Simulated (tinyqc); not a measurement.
What each parameter does: cyclotron resonance of ellipsoidal valleys, Si type.

Valleys along [100], [010], [001] (each with its opposite partner), mass ml along the axis and mt across it. B lies in the (1-10) plane, b = (sin(theta)/sqrt2, sin(theta)/sqrt2, cos(theta)). For the angle phi between B and the axis, 1/mc^2 = cos^2(phi)/mt^2 + sin^2(phi)/(mt ml). Resonance: h nu = 2 muB B/mc, h = 2 pi hbar.

Constants: hbar = 6.58211957e-16 eV s; muB = 5.788381798e-05 eV/T.

Inputs chosen for the exercise (near those of Si; the results hold for these values, not for the real material): ml = 0.941 m0 (longitudinal mass); mt = 0.199 m0 (transverse mass); theta = 64 degrees (angle of B from [001] towards [110]); nu = 140 GHz (microwave frequency).

Resonance fields B = h nu mc/(2 muB) of the valleys [100] and [001].

One parameter was then changed.

Results before and after:
```
case     [100] (T)  [001] (T)
base        1.3671     1.6519
changed     1.2447     1.5223
```

Which of these changes was made? (a) ml = 1.082 m0; (b) nu = 154 GHz; (c) theta = 60 degrees; (d) mt = 0.179 m0.

Answer: (d) mt = 0.179 m0. Of the candidates, run in turn, only this one gives the changed row.

All candidates:
```
case                [100] (T)  [001] (T)
base                   1.3671     1.6519
ml = 1.082 m0          1.3888     1.7050
mt = 0.179 m0          1.2447     1.5223
theta = 60 degrees     1.3975     1.5570
nu = 154 GHz           1.5039     1.8171
```

(tinyqc, `OMP_NUM_THREADS=1 python tinyqc.py 1252355 1252356 out.jsonl`, Intel(R) Xeon(R) Processor @ 2.30GHz, 1 thread, shared host, about 0.01 s.)
